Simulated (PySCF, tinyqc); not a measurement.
A ladder of methods, and size consistency: correlation methods against full CI in the sto-3g basis, for H4, spin multiplicity 1. Computed by the program tinyqc with PySCF. 

Geometry (angstrom):

| atom | x | y | z |
|---|---|---|---|
| H | 0.0000 | 0.0000 | 0.0000 |
| H | 0.0000 | 0.0000 | 1.1260 |
| H | 0.0000 | 0.0000 | 2.1140 |
| H | 0.0000 | 0.0000 | 3.2400 |

RHF energy of one = -2.034158 hartree

All electrons correlated; +Q is the Davidson correction (1 - c0^2) E_corr. The last columns treat two copies 100 angstrom apart as one system. FCI is the lowest singlet.

Correlation energies (hartree):

| method | E_corr of one | share of FCI (%) | E_corr of two at 100 angstrom | two minus twice one (mhartree) |
|---|---|---|---|---|
| MP2 | -0.05058 | 57.562 | -0.10117 | 0.000 |
| CISD | -0.08565 | 97.465 | -0.15707 | 14.235 |
| CISD+Q | -0.09420 | 107.197 | -0.18096 | 7.445 |
| CCSD | -0.08809 | 100.241 | -0.17618 | 0.000 |
| CCSD(T) | -0.08813 | 100.286 | -0.17626 | 0.000 |
| FCI | -0.08788 | 100.000 | - | - |

MP2 recovers 58 %, CISD 97.5 % and CCSD 100.2 % of the FCI value (c0^2 = 0.900 in CISD). MP2 and coupled cluster are size consistent, so their last column vanishes; CISD loses 14.23 mhartree, since a double excitation on each copy is a quadruple of the pair, and the Davidson correction leaves +7.45. The restricted reference is unstable here: a spin-polarised solution lies 0.0130 hartree lower (PySCF), so results built on it describe a poor reference.
